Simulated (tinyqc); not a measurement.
Worked calculation: heavy doping: gap narrowing, degeneracy and the minority density. Values are carried at full precision from step to step, so a last printed digit may differ when a step is redone from the rounded ones.

Empirical narrowing (Slotboom form, constants chosen for the exercise; published fits of this form give the apparent narrowing, here it is taken as the true one): dEg = E0 [ln(N/N0) + sqrt(ln(N/N0)^2 + C)].

Constants: kB = 8.617333262e-05 eV/K; e^2/(4 pi eps0) = 14.39964547 eV angstrom.

Parameters, chosen for this exercise (gap and densities of states near those of Si at this temperature; narrowing constants near the fits for Si; not measured data): N = 1e+19 1/cm^3 (ionised donors, equal to the majority density); E0 = 6.54 meV (narrowing scale); N0 = 1.3e+17 1/cm^3 (onset density); C = 0.5 (smoothing constant); Nc = 2.64e+19 1/cm^3 (conduction-band density of states); Eg = 1.12 eV (gap); Nv = 1.19e+19 1/cm^3 (valence-band density of states); T = 300 K; eps = 11.8 (dielectric constant); Mv = 6 (majority valleys).

## Gap narrowing

Evaluate at N.

ln(N/N0) = 4.3428
dEg (empirical fit) = 57.18 meV

Well above N0 each decade of doping adds 2 E0 ln 10 = 30.1 meV.

## Degeneracy of the majority band

F_j(eta) = (1/Gamma(j + 1)) integral_0^infinity x^j dx/(1 + exp(x - eta)), which tends to exp(eta) for eta << 0.

Majority: N = Nc F_1/2(eta), eta the distance of EF beyond the majority band edge in kT. Degeneracy factor gam = F_1/2(eta)/exp(eta). ni0^2 = Nc Nv exp(-Eg/kT); product n p = ni0^2 gam exp(dEg/kT), dEg the true narrowing; apparent narrowing dEa = dEg + kT ln gam; minority density = n p/N.

Solve for eta and form gam.

N/Nc = 0.3788
eta = -0.8376
gam = 0.8753

## Product and minority density

Combine both effects.

ni0 = 6.93e+09 1/cm^3
exp(dEg/kT) = 9.13
dEa = 53.7 meV
sqrt(n p) = 1.96e+10 1/cm^3
minority density = 38.4 1/cm^3

Narrowing multiplies the product by 9.13 and degeneracy by 0.875; together they change the minority density by a factor 7.99 against ni0^2/N.

## Two estimates of the size

Two physical estimates, e2 = e^2/(4 pi eps0), N in 1/angstrom^3: exchange shift at the Fermi level, Ex = (e2/eps) kF/pi with kF = (3 pi^2 N/Mv)^(1/3); screened-pair energy (Lanyon-Tuft), Es = (3/4)(e2/eps) qs with qs^2 = (4 pi e2 N/(eps kT)) F_-1/2(eta)/F_1/2(eta).

Evaluate both at N.

kF = 0.03668 1/angstrom
Ex = 14.25 meV
Es = 66.24 meV

Against the fitted dEg = 57.2 meV, Ex is 0.25 and Es 1.16 times as large; each keeps one mechanism only, and Ex assumes a strongly degenerate gas, while here eta is only -0.84.

## Checks

- Minority density against the Boltzmann occupation of the other band at the narrowed gap (1/cm^3): both 38.43.

(tinyqc, `OMP_NUM_THREADS=1 python tinyqc.py 1682281 1682282 out.jsonl`, Intel(R) Xeon(R) Processor @ 2.30GHz, 1 thread, shared host, about 0.01 s.)
